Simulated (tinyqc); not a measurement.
Inside a calculation. Model: metal-interlayer-semiconductor contact, depinning against tunnelling resistance.

Program tinyqc, `OMP_NUM_THREADS=1 python tinyqc.py 2270007 2270008 out.jsonl`; Intel Xeon 2.30GHz, shared host, one thread, about 0.03 s. Printed values are rounded.

Zero bias, n-type semiconductor. Gap states at the semiconductor surface thin out as exp(-be ti), which unpins the barrier; electrons must then cross the interlayer (a rectangular barrier, no voltage drop across it) and the parabolic depleted layer, both by WKB. Energies E are counted from the Fermi level; no image force, parabolic bands.

Values chosen for this exercise; semiconductor values close to those of 4H silicon carbide; interlayer mass of the order of that in hafnium oxide, offset chosen freely:
- T = 300 K (temperature)
- Eg = 3.39 eV (band gap)
- eps_r = 10 (relative permittivity)
- chi = 3.59 eV (electron affinity)
- Nc = 1.7e19 cm^-3 (conduction-band density of states at T)
- mt = 0.194 m0 (tunnelling mass in the semiconductor)
- mA = 0.372 m0 (Richardson mass)
- Nd = 1.5e18 cm^-3 (donor density)
- E0 = 1.9 eV (charge-neutrality level above the valence band)
- S0 = 0.64 (pinning factor without interlayer)
- phiM = 3.73 eV (metal work function)
- ti = 1.7 nm (interlayer thickness)
- dE = 1.59 eV (conduction-band offset of the interlayer above the semiconductor)
- mi = 0.2 m0 (tunnelling mass in the interlayer)
- be = 3.6 1/nm (decay constant of gap states through the interlayer)

Constants: q = 1.602176634e-19 C, kB = 1.380649e-23 J/K, eps0 = 8.8541878128e-12 F/m, hbar = 1.054571817e-34 J s, h = 6.62607015e-34 J s, m0 = 9.1093837015e-31 kg, Vt = kB T/q, hbar^2/(2 m0) = 0.0380998212 eV nm^2. Results are converted to the units shown.

Range of the model: The depletion charge would drop about 0.018 V across such an interlayer (eps_r near 20) at ti = 1.7 nm and Nd = 1.5e18 cm^-3, against a band bending of 0.080 V; this model leaves that drop out.

## Pinning, barrier and scales

S = 1/(1 + (1/S0 - 1) exp(-be ti)); phiB = S (phiM - chi) + (1 - S)(Eg - E0); xi = Ec - EF deep inside, from Nd = Nc F(-xi/Vt), F(x) = (2/sqrt(pi)) int_0^infinity sqrt(u) du/(1 + exp(u - x)); band bending U = phiB - xi; E00 = (hbar/2) sqrt(Nd/(eps0 eps_r mt m0)) in volts; A = 4 pi q mA m0 kB^2/h^3.

S = 0.9987649
phiB = 0.1416674 eV
xi = 0.06195666 eV
U = 0.07971073 eV
E00 = 0.01632571 eV
A = 44.70444 A/(cm^2 K^2)

The interlayer moves the barrier from 0.626 eV to 0.142 eV; the unpinned limit is phiM - chi = 0.140 eV. E00/Vt = 0.632: by the usual rule of thumb (0.5 to 5) thermionic-field emission.

## Exponents and integrand on an energy grid

```
point,E (eV)
0,0.07
1,0.08857
2,0.10714
3,0.12571
4,0.14429
5,0.16286
6,0.18143
7,0.2
8,0.21857
9,0.23714
10,0.25571
11,0.27429
12,0.29286
13,0.31143
14,0.33
```

With U = phiB - xi: for xi < E < phiB, y = (E - xi)/U and G1 = (U/E00) [sqrt(1 - y) - y ln((1 + sqrt(1 - y))/sqrt(y))], G1 = 0 above phiB; G2 = 2 ti sqrt(mi max(phiB + dE - E, 0)/C), C = hbar^2/(2 m0); f = 1/(1 + exp(E/Vt)); integrand exp(-G1 - G2) f.

```
point,G1,G2,f,integrand (1e-7)
0,3.736072,10.04164,0.06251930,0.649279
1,2.118066,9.98537,0.03149147,1.744770
2,1.028282,9.92878,0.01560616,2.720845
3,0.304358,9.87187,0.007670451,2.919718
4,0.000000,9.81460,0.003753199,2.051047
5,0.000000,9.75702,0.001833477,1.061341
6,0.000000,9.69910,8.947905e-4,0.548851
7,0.000000,9.64084,4.364739e-4,0.283790
8,0.000000,9.58221,2.128596e-4,0.146754
9,0.000000,9.52323,1.037954e-4,0.075909
10,0.000000,9.46388,5.061032e-5,0.039276
11,0.000000,9.40413,2.466721e-5,0.020322
12,0.000000,9.34402,1.202717e-5,0.010522
13,0.000000,9.28353,5.864132e-6,0.005450
14,0.000000,9.22263,2.859188e-6,0.002824
```

## Contact resistivity

1/rho_c = (A T^2/Vt^2) I, with I the trapezoid sum of the integrand over the grid.

I = 2.220229e-8 eV
rho_c = 0.0074816 ohm cm^2

A fine grid from xi upwards gives rho_c = 0.007302 ohm cm^2; the coarse value is 2.5 % above it. The integrand peaks at E = 0.12 eV, and 28 % of the current flows above phiB. Tunnelling through the interlayer costs a factor of 19400 at this barrier height; the bare contact (ti = 0) has rho_c = 2.17 ohm cm^2, so with the interlayer rho_c is 100 % below that.
